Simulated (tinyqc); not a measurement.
What each form factor does: empirical-pseudopotential levels.

Empirical pseudopotential on the fcc lattice, atoms at +/- tau, tau = a (1,1,1)/8, no spin-orbit coupling. H(G,G') = c (2 pi/a)^2 |k + G|^2 delta + VS(q) cos(q.tau) + i VA(q) sin(q.tau), q = G - G', c = hbar^2/2m0; k and G in units of 2 pi/a; VS at |q|^2 = 3, 8, 11 and VA at 3, 4, 11, in rydberg, zero elsewhere. The basis is fixed: all 65 G with |G|^2 up to Gcut. Energies are counted from the fourth level at Gamma.

Constants: hbar^2/2m0 = 3.80998211 eV angstrom^2; Ry = 13.60569312 eV.

Inputs chosen for the exercise (near those of GaSb; the results hold for these values, not for the real material): a = 6.132 angstrom (lattice constant); VS3 = -0.217 Ry; VS8 = -0.001 Ry; VS11 = 0.051 Ry; VA3 = 0.06 Ry; VA4 = 0.049 Ry; VA11 = 0.011 Ry; Gcut = 16 (2 pi/a)^2 (largest |G|^2 of the fixed basis).

Lowest empty singlet and triplet at Gamma and the valence width there (fixed basis); lowest empty level at X = (1,0,0) and L = (1/2,1/2,1/2) from the valence top, these levels and that top with all |k + G|^2 up to 21. Singlet and triplet count orbital degeneracy. VS3 is VS at |q|^2 = 3, and so on. The row for a keeps the form factors fixed, so it is no model of a real expansion, which changes them too.

One parameter was then changed.

Results before and after:
```
case     singlet (eV)  triplet (eV)  X (eV)  L (eV)  width (eV)
base            0.727         4.263   1.998   1.567      10.597
changed         0.935         4.266   2.117   1.629      10.495
```

Which of these changes was made? (a) VS11 = 0.041 Ry; (b) VA4 = 0.039 Ry; (c) a = 6.193 angstrom; (d) VA3 = 0.05 Ry; (e) VA11 = 0.001 Ry; (f) VS3 = -0.227 Ry; (g) VS8 = -0.011 Ry.

Answer: (e) VA11 = 0.001 Ry. Of the candidates, run in turn, only this one gives the changed row.

All candidates:
```
case                singlet (eV)  triplet (eV)  X (eV)  L (eV)  width (eV)
base                       0.727         4.263   1.998   1.567      10.597
a = 6.193 angstrom         0.771         4.284   2.114   1.644      10.384
VS3 = -0.227 Ry            0.709         4.395   2.251   1.675      10.605
VS8 = -0.011 Ry            0.297         4.356   1.974   1.374      10.785
VS11 = 0.041 Ry            0.236         4.113   1.760   1.234      10.829
VA3 = 0.05 Ry              0.611         4.135   1.788   1.460      10.552
VA4 = 0.039 Ry             0.673         4.078   1.995   1.398      10.544
VA11 = 0.001 Ry            0.935         4.266   2.117   1.629      10.495
```

Computed by tinyqc, a small Python program: `OMP_NUM_THREADS=1 python tinyqc.py 1050667 1050668 out.jsonl` (the numbers bound the seed that draws the inputs); one thread of a shared host (Intel(R) Xeon(R) Processor @ 2.30GHz), about 0.4 s for the whole set of steps.
